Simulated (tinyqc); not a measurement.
Worked calculation: G0W0 on RHF in the sto-6g basis, for H6, spin multiplicity 1. Computed by tinyqc, a small Python program that keeps every step (integrals from PySCF). Settings: charge = 0, multiplicity = 1, basis = sto-6g, method = RHF, energy threshold = 1e-10, iteration cap = 62, orthogonalisation = canonical, start = core, DIIS depth = 6. Command: `OMP_NUM_THREADS=1 python tinyqc.py 24471 24472 out.jsonl` (the two numbers bound the seeds that draw the settings). One thread of a shared host (Intel(R) Xeon(R) Processor @ 2.60GHz), about 0.1 s of CPU time with the checks. The early iterations of the SCF are left out here.

## One-electron integrals

Geometry (angstrom):
```
atom         x         y         z
H     0.000000  0.000000  0.000000
H     0.000000  0.000000  0.946000
H     0.000000  0.000000  2.247000
H     0.000000  0.000000  3.193000
H     0.000000  0.000000  4.494000
H     0.000000  0.000000  5.440000
```

Basis sto-6g: exponents (1/bohr^2) and contraction coefficients of normalised primitives:
```
element  l (shell)   exponent  coefficient
H            s (1)  35.523221     0.009164
H            s (1)   6.513144     0.049361
H            s (1)   1.822143     0.168538
H            s (1)   0.625955     0.370563
H            s (1)   0.243077     0.416492
H            s (1)   0.100112     0.130334
```

Overlap, kinetic and nuclear-attraction integrals over the contracted functions; the nuclear repulsion is the sum of Za Zb / Rab.

nuclear repulsion = 4.24704832 hartree

overlap S, lower triangle:
```
          1H 1s     2H 1s     3H 1s     4H 1s     5H 1s     6H 1s
1H 1s  1.000000
2H 1s  0.528995  1.000000
3H 1s  0.080121  0.338928  1.000000
4H 1s  0.015267  0.080121  0.528995  1.000000
5H 1s  0.001178  0.007859  0.080121  0.338928  1.000000
6H 1s  0.000145  0.001178  0.015267  0.080121  0.528995  1.000000
```

kinetic energy T (hartree), lower triangle:
```
           1H 1s      2H 1s      3H 1s      4H 1s     5H 1s     6H 1s
1H 1s   0.768522
2H 1s   0.132305   0.768522
3H 1s  -0.011869   0.034617   0.768522
4H 1s  -0.004365  -0.011869   0.132305   0.768522
5H 1s  -0.000543  -0.002591  -0.011869   0.034617  0.768522
6H 1s  -0.000087  -0.000543  -0.004365  -0.011869  0.132305  0.768522
```

nuclear attraction V (hartree), lower triangle:
```
           1H 1s      2H 1s      3H 1s      4H 1s      5H 1s      6H 1s
1H 1s  -2.393806
2H 1s  -1.258806  -2.682989
3H 1s  -0.178602  -0.816496  -2.817283
4H 1s  -0.033290  -0.186944  -1.395806  -2.817283
5H 1s  -0.002450  -0.017116  -0.186944  -0.816496  -2.682989
6H 1s  -0.000292  -0.002450  -0.033290  -0.178602  -1.258806  -2.393806
```

core Hamiltonian H = T + V (hartree), lower triangle:
```
           1H 1s      2H 1s      3H 1s      4H 1s      5H 1s      6H 1s
1H 1s  -1.625284
2H 1s  -1.126501  -1.914467
3H 1s  -0.190471  -0.781879  -2.048761
4H 1s  -0.037655  -0.198813  -1.263501  -2.048761
5H 1s  -0.002993  -0.019706  -0.198813  -0.781879  -1.914467
6H 1s  -0.000379  -0.002993  -0.037655  -0.190471  -1.126501  -1.625284
```

## Two-electron integrals

Functions are numbered as in S; the eight-fold symmetry (ij|kl) = (ji|kl) = (kl|ij) leaves the list below.

Two-electron integrals (ij|kl) in chemists' order, unique and non-zero (hartree):
```
(11|11) 0.774999   (21|11) 0.335031   (21|21) 0.181541   (22|11) 0.495962
(22|21) 0.335031   (22|22) 0.774999   (31|11) 0.034912   (31|21) 0.021128
(31|22) 0.045062   (31|31) 0.003101   (32|11) 0.112741   (32|21) 0.077950
(32|22) 0.192628   (32|31) 0.013713   (32|32) 0.068273   (33|11) 0.235168
(33|21) 0.158112   (33|22) 0.391299   (33|31) 0.034912   (33|32) 0.192628
(33|33) 0.774999   (41|11) 0.005345   (41|21) 0.003281   (41|22) 0.007135
(41|31) 0.000524   (41|32) 0.002424   (41|33) 0.007135   (41|41) 0.000095
(42|11) 0.021474   (42|21) 0.014438   (42|22) 0.034912   (42|31) 0.002701
(42|32) 0.013713   (42|33) 0.045062   (42|41) 0.000524   (42|42) 0.003101
(43|11) 0.103504   (43|21) 0.066867   (43|22) 0.158112   (43|31) 0.014438
(43|32) 0.077950   (43|33) 0.335031   (43|41) 0.003281   (43|42) 0.021128
(43|43) 0.181541   (44|11) 0.165724   (44|21) 0.103504   (44|22) 0.235168
(44|31) 0.021474   (44|32) 0.112741   (44|33) 0.495962   (44|41) 0.005345
(44|42) 0.034912   (44|43) 0.335031   (44|44) 0.774999   (51|11) 0.000312
(51|21) 0.000196   (51|22) 0.000438   (51|31) 0.000034   (51|32) 0.000161
(51|33) 0.000515   (51|41) 0.000007   (51|42) 0.000038   (51|43) 0.000261
(51|44) 0.000474   (51|51) 4.92e-07   (52|11) 0.001662   (52|21) 0.001084
(52|22) 0.002554   (52|31) 0.000206   (52|32) 0.001044   (52|33) 0.003624
(52|41) 0.000043   (52|42) 0.000256   (52|43) 0.001909   (52|44) 0.003624
(52|51) 3.37e-06   (52|52) 0.000024   (53|11) 0.012871   (53|21) 0.008028
(53|22) 0.018218   (53|31) 0.001632   (53|32) 0.008470   (53|33) 0.034912
(53|41) 0.000380   (53|42) 0.002412   (53|43) 0.021128   (53|44) 0.045062
(53|51) 0.000034   (53|52) 0.000256   (53|53) 0.003101   (54|11) 0.046934
(54|21) 0.028477   (54|22) 0.062518   (54|31) 0.005532   (54|32) 0.027836
(54|33) 0.112741   (54|41) 0.001336   (54|42) 0.008470   (54|43) 0.077950
(54|44) 0.192628   (54|51) 0.000132   (54|52) 0.001044   (54|53) 0.013713
(54|54) 0.068273   (55|11) 0.117752   (55|21) 0.069811   (55|22) 0.149147
(55|31) 0.012871   (55|32) 0.062518   (55|33) 0.235168   (55|41) 0.002969
(55|42) 0.018218   (55|43) 0.158112   (55|44) 0.391299   (55|51) 0.000312
(55|52) 0.002554   (55|53) 0.034912   (55|54) 0.192628   (55|55) 0.774999
(61|11) 0.000031   (61|21) 0.000020   (61|22) 0.000045   (61|31) 3.61e-06
(61|32) 0.000018   (61|33) 0.000061   (61|41) 7.37e-07   (61|42) 4.36e-06
(61|43) 0.000032   (61|44) 0.000061   (61|51) 5.84e-08   (61|52) 4.13e-07
(61|53) 4.36e-06   (61|54) 0.000018   (61|55) 0.000045   (61|61) 7.17e-09
(62|11) 0.000211   (62|21) 0.000135   (62|22) 0.000312   (62|31) 0.000026
(62|32) 0.000132   (62|33) 0.000474   (62|41) 0.000006   (62|42) 0.000034
(62|43) 0.000261   (62|44) 0.000515   (62|51) 4.61e-07   (62|52) 3.37e-06
(62|53) 0.000038   (62|54) 0.000161   (62|55) 0.000438   (62|61) 5.84e-08
(62|62) 4.92e-07   (63|11) 0.002178   (63|21) 0.001335   (63|22) 0.002969
(63|31) 0.000263   (63|32) 0.001336   (63|33) 0.005345   (63|41) 0.000061
(63|42) 0.000380   (63|43) 0.003281   (63|44) 0.007135   (63|51) 0.000006
(63|52) 0.000043   (63|53) 0.000524   (63|54) 0.002424   (63|55) 0.007135
(63|61) 7.37e-07   (63|62) 0.000007   (63|63) 0.000095   (64|11) 0.009959
(64|21) 0.005958   (64|22) 0.012871   (64|31) 0.001122   (64|32) 0.005532
(64|33) 0.021474   (64|41) 0.000263   (64|42) 0.001632   (64|43) 0.014438
(64|44) 0.034912   (64|51) 0.000026   (64|52) 0.000206   (64|53) 0.002701
(64|54) 0.013713   (64|55) 0.045062   (64|61) 3.61e-06   (64|62) 0.000034
(64|63) 0.000524   (64|64) 0.003101   (65|11) 0.056461   (65|21) 0.033099
(65|22) 0.069811   (65|31) 0.005958   (65|32) 0.028477   (65|33) 0.103504
(65|41) 0.001335   (65|42) 0.008028   (65|43) 0.066867   (65|44) 0.158112
(65|51) 0.000135   (65|52) 0.001084   (65|53) 0.014438   (65|54) 0.077950
(65|55) 0.335031   (65|61) 0.000020   (65|62) 0.000196   (65|63) 0.003281
(65|64) 0.021128   (65|65) 0.181541   (66|11) 0.097275   (66|21) 0.056461
(66|22) 0.117752   (66|31) 0.009959   (66|32) 0.046934   (66|33) 0.165724
(66|41) 0.002178   (66|42) 0.012871   (66|43) 0.103504   (66|44) 0.235168
(66|51) 0.000211   (66|52) 0.001662   (66|53) 0.021474   (66|54) 0.112741
(66|55) 0.495962   (66|61) 0.000031   (66|62) 0.000312   (66|63) 0.005345
(66|64) 0.034912   (66|65) 0.335031   (66|66) 0.774999
```

## Orthogonalisation

S = U s U^T; canonical form X = U s^(-1/2), so that X^T S X = 1. Each column of U has its largest component positive (the first on a tie).

eigenvalues of S: 0.308700  0.421419  0.582352  1.201103  1.571950  1.914476

X:
```
               1          2          3          4          5         6
1H 1s   0.453762  -0.695000   0.597519  -0.422907   0.381281  0.206486
2H 1s  -0.711261   0.802507  -0.400903  -0.236909   0.398982  0.290160
3H 1s   0.952840  -0.243772  -0.583811   0.425802   0.116252  0.366522
4H 1s  -0.952840  -0.243772   0.583811   0.425802  -0.116252  0.366522
5H 1s   0.711261   0.802507   0.400903  -0.236909  -0.398982  0.290160
6H 1s  -0.453762  -0.695000  -0.597519  -0.422907  -0.381281  0.206486
```

## Iteration 7 (converged): orbitals

converged F (hartree), lower triangle:
```
           1H 1s      2H 1s      3H 1s      4H 1s      5H 1s      6H 1s
1H 1s  -0.273248
2H 1s  -0.503839  -0.317332
3H 1s  -0.104896  -0.269730  -0.320442
4H 1s  -0.006646  -0.104468  -0.507088  -0.320442
5H 1s   0.000407  -0.010401  -0.104468  -0.269730  -0.317332
6H 1s  -0.003465   0.000407  -0.006646  -0.104896  -0.503839  -0.273248
```

Diagonalise F' = X^T F X, C = X C', fill 3 alpha and 3 beta electrons from the bottom; D = 2 C_occ C_occ^T. Each column has its largest component positive (the first on a tie).

F' = X^T F X (hartree), lower triangle:
```
          1         2          3          4          5          6
1  0.846327
2  0.000000  0.552565
3  0.012264  0.000000   0.301464
4  0.000000  0.053745   0.000000  -0.406266
5  0.033035  0.000000  -0.013857   0.000000  -0.526027
6  0.000000  0.011731   0.000000  -0.004621   0.000000  -0.614722
```

orbital energies (hartree): MO1 -0.614969, MO2 -0.527063, MO3 -0.409135, MO4 0.301445, MO5 0.555681, MO6 0.847383

coefficients C:
```
            MO1        MO2        MO3        MO4        MO5        MO6
1H 1s  0.203610   0.380337  -0.388852  -0.580855  -0.715436   0.475662
2H 1s  0.275141   0.409171  -0.288409   0.392525   0.790857  -0.710145
3H 1s  0.379765   0.083178   0.429146   0.606053  -0.216062   0.942356
4H 1s  0.379765  -0.083178   0.429146  -0.606053  -0.216062  -0.942356
5H 1s  0.275141  -0.409171  -0.288409  -0.392525   0.790857   0.710145
6H 1s  0.203610  -0.380337  -0.388852   0.580855  -0.715436  -0.475662
```

D after iteration 7, lower triangle:
```
           1H 1s      2H 1s      3H 1s      4H 1s     5H 1s     6H 1s
1H 1s   0.674638
2H 1s   0.647586   0.652607
3H 1s  -0.115829   0.029506   0.670613
4H 1s  -0.242372  -0.106630   0.642939   0.670613
5H 1s   0.025094  -0.017078  -0.106630   0.029506  0.652607
6H 1s   0.096013   0.025094  -0.242372  -0.115829  0.647586  0.674638
```

## Convergence

Stop when the energy changes by less than 1e-10 hartree and every element of the error matrix X^T (F D S - S D F) X is below 3e-06.

Course of the cycle:
```
iteration  E (hartree)     change  largest element of the error matrix
1          -2.90199072          -                             5.15e-01
2          -3.23354744  -3.32e-01                             5.01e-02
3          -3.23625490  -2.71e-03                             1.10e-02
4          -3.23649680  -2.42e-04                             3.05e-04
5          -3.23649693  -1.27e-07                             1.60e-05
6          -3.23649693  -2.48e-10                             1.05e-06
7          -3.23649693  -9.44e-13                             1.96e-08
```

PySCF RHF in the same basis = -3.23649693 hartree

Converged in 7 iterations.

## Integrals over molecular orbitals

(pq|rs) = sum C_ip C_jq C_kr C_ls (ij|kl), one index at a time.

one-electron integrals over orbitals h = C^T H C (hartree), lower triangle:
```
           1          2          3          4          5          6
1  -2.116580
2   0.000000  -1.913505
3  -0.130160   0.000000  -1.902294
4   0.000000  -0.154203   0.000000  -1.572192
5  -0.072092   0.000000   0.134488   0.000000  -1.307363
6   0.000000   0.057272   0.000000  -0.139422   0.000000  -1.236224
```

Two-electron integrals over orbitals (pq|rs), unique and non-zero (hartree):
```
(11|11) 0.395147    (21|21) 0.126401    (22|11) 0.311872    (22|22) 0.373146
(31|11) 0.078733    (31|22) -0.056268   (31|31) 0.127099    (32|21) -0.121238
(32|32) 0.138813    (33|11) 0.368110    (33|22) 0.327383    (33|31) 0.042724
(33|33) 0.368085    (41|21) 0.035908    (41|32) 0.005179    (41|41) 0.082140
(42|11) 0.054470    (42|22) -0.003779   (42|31) 0.048873    (42|33) 0.013426
(42|42) 0.070891    (43|21) 0.060007    (43|32) -0.058097   (43|41) 0.016223
(43|43) 0.077685    (44|11) 0.367195    (44|22) 0.326605    (44|31) 0.039994
(44|33) 0.358376    (44|42) 0.021277    (44|44) 0.371379    (51|11) 0.008891
(51|22) 0.026440    (51|31) -0.022040   (51|33) -0.009991   (51|42) 0.039867
(51|44) -0.001943   (51|51) 0.048896    (52|21) 0.022117    (52|32) 0.005378
(52|41) 0.056075    (52|43) -0.040360   (52|52) 0.090964    (53|11) -0.061483
(53|22) -0.001364   (53|31) -0.052421   (53|33) -0.025457   (53|42) -0.068028
(53|44) -0.021593   (53|51) -0.035657   (53|53) 0.072395    (54|21) 0.121209
(54|32) -0.133039   (54|41) 0.002308    (54|43) 0.059515    (54|52) -0.003626
(54|54) 0.141874    (55|11) 0.324218    (55|22) 0.376268    (55|31) -0.047547
(55|33) 0.337163    (55|42) 0.000262    (55|44) 0.344685    (55|51) 0.026628
(55|53) -0.003381   (55|55) 0.397882    (61|21) 0.001753    (61|32) 0.014125
(61|41) 0.029432    (61|43) 0.052998    (61|52) -0.033343   (61|54) -0.011515
(61|61) 0.068088    (62|11) -0.014000   (62|22) -0.030914   (62|31) 0.019989
(62|33) 0.000547    (62|42) -0.037317   (62|44) 0.002464    (62|51) -0.045839
(62|53) 0.039172    (62|55) -0.030030   (62|62) 0.047952    (63|21) 0.039327
(63|32) -0.002300   (63|41) 0.079382    (63|43) 0.018188    (63|52) 0.056538
(63|54) 0.001601    (63|61) 0.028976    (63|63) 0.084338    (64|11) 0.080590
(64|22) -0.049716   (64|31) 0.122425    (64|33) 0.043989    (64|42) 0.051064
(64|44) 0.044435    (64|51) -0.019129   (64|53) -0.053453   (64|55) -0.050979
(64|62) 0.018991    (64|64) 0.131452    (65|21) -0.129244   (65|32) 0.125327
(65|41) -0.037100   (65|43) -0.063643   (65|52) -0.022841   (65|54) -0.130714
(65|61) -0.002777   (65|63) -0.042990   (65|65) 0.144039    (66|11) 0.418640
(66|22) 0.331150    (66|31) 0.083877    (66|33) 0.392201    (66|42) 0.059826
(66|44) 0.398264    (66|51) 0.010491    (66|53) -0.068170   (66|55) 0.352870
(66|62) -0.016197   (66|64) 0.091519    (66|66) 0.465539
```

## Screening: direct RPA

With D = e_a - e_i and K = (ia|jb): diagonalise D^(1/2) (D + 4K) D^(1/2) = Z w^2 Z^T; X + Y = D^(1/2) Z w^(-1/2), each column of Z with its largest component positive (the first on a tie); E_c = (sum w - tr (D + 2K)) / 2.

D^(1/2) (D + 4K) D^(1/2) (hartree^2), lower triangle:
```
          1>4        1>5        1>6        2>4        2>5       2>6       3>4       3>5
1>4  1.140911
1>5  0.000000   1.599381
1>6  0.136285   0.000000   2.536746
2>4  0.000000   0.157051   0.000000   0.921360
2>5  0.223428   0.000000  -0.167826   0.000000   1.566296
2>6  0.000000  -0.232578   0.000000  -0.159287   0.000000  2.152728
3>4  0.052365   0.000000   0.216100   0.000000  -0.141606  0.000000  0.725728
3>5  0.000000  -0.151581   0.000000  -0.243288   0.000000  0.180435  0.000000  1.210260
3>6  0.340731   0.000000   0.157109   0.000000   0.263785  0.000000  0.068745  0.000000

          3>6
3>6  2.002723
```

excitation energies w (hartree): 0.818446  0.881306  0.993816  1.105054  1.194196  1.247492  1.497270  1.526320  1.626948

X + Y:
```
             1          2          3          4          5          6          7          8
1>4  -0.150770   0.000000   0.884512   0.000000   0.113287   0.000000   0.238598   0.000000
1>5   0.000000  -0.087934   0.000000   0.424480   0.000000   0.803941   0.000000  -0.322190
1>6  -0.109086   0.000000  -0.126789   0.000000   0.227749   0.000000  -0.256091   0.000000
2>4   0.000000   0.858358   0.000000  -0.331809   0.000000   0.156208   0.000000  -0.133194
2>5   0.212870   0.000000  -0.246105   0.000000   0.784269   0.000000   0.406287   0.000000
2>6   0.000000   0.036908   0.000000  -0.134849   0.000000   0.476462   0.000000   0.837257
3>4   0.902017   0.000000   0.136714   0.000000  -0.109295   0.000000  -0.024527   0.000000
3>5   0.000000   0.478993   0.000000   0.763948   0.000000  -0.230112   0.000000   0.183919
3>6  -0.050198   0.000000  -0.272892   0.000000  -0.505078   0.000000   0.715662   0.000000

             9
1>4   0.110101
1>5   0.000000
1>6   0.885775
2>4   0.000000
2>5  -0.048243
2>6   0.000000
3>4   0.081937
3>5   0.000000
3>6   0.258768
```

RPA correlation energy = -0.08143730 hartree

## G0W0 on Hartree-Fock: HOMO

W(p,q,m) = sqrt2 sum_ia (pq|ia) (X+Y)_ia,m; Sigma_c(x) = sum_(i,m) W^2/(x - e_i + w_m) + sum_(a,m) W^2/(x - e_a - w_m); solve x = e_p + Sigma_c(x) by Newton steps; Z = 1/(1 - dSigma/dx); 1 hartree = 27.211386 eV.

The 12 largest terms at x = e_p (hartree; W for the signs of X + Y given):
```
q  m          W       term
1  4  -0.096611   0.007120
6  7   0.133505  -0.006472
2  1  -0.075613   0.006106
4  1   0.074022  -0.003583
5  8   0.094273  -0.003568
4  9   0.087327  -0.003262
5  4   0.081261  -0.003190
6  9   0.077771  -0.002098
3  4  -0.039906   0.001441
4  5  -0.050094  -0.001317
5  6  -0.052733  -0.001257
6  3   0.045393  -0.000916
```

Newton steps (hartree):
```
step          x  Sigma_c(x)         Z
0     -0.409135   -0.011046  0.973997
1     -0.419894   -0.010758  0.973839
2     -0.419893   -0.010758  0.973839
```

quasiparticle energy of the HOMO = -11.425867 eV

Hartree-Fock value = -11.133117 eV

## G0W0 on Hartree-Fock: LUMO

As before.

The 12 largest terms at x = e_p (hartree; W for the signs of X + Y given):
```
q  m          W       term
1  7   0.129056   0.006900
6  4  -0.096816  -0.005677
5  1   0.075999  -0.005384
2  8  -0.093399   0.003704
3  1   0.074022   0.003583
3  9   0.087327   0.003262
2  4  -0.075713   0.002965
1  9   0.076763   0.002317
2  6   0.057981   0.001619
1  3   0.050455   0.001333
3  5  -0.050094   0.001317
4  4  -0.034949  -0.001105
```

Newton steps (hartree):
```
step         x  Sigma_c(x)         Z
0     0.301445    0.015087  0.976152
1     0.316172    0.014727  0.976096
2     0.316172    0.014727  0.976096
```

quasiparticle energy of the LUMO = 8.603477 eV

Hartree-Fock value = 8.202730 eV
